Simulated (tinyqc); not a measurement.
Inside a calculation. Method: Luttinger-Kohn k.p, four valence bands. One step of it, computed by the program tinyqc.

Task: Hole masses. E = c [g1 k^2 -/+ 2 sqrt(g2^2 k^4 + 3 (g3^2 - g2^2)(kx^2 ky^2 + ky^2 kz^2 + kz^2 kx^2))] with c = hbar^2/2m, and m* = hbar^2 k^2 / (2 E).

Luttinger parameters chosen for this model; energies are counted downward from the top of the valence band:
```
parameter     value  unit
g1         7.700000
g2         3.100000
g3         3.620000
```

Give: Masses.

Result:

Masses (electron masses):
```
direction  heavy  light
[100]      0.667  0.072
[110]      1.417  0.068
[111]      2.174  0.067
```
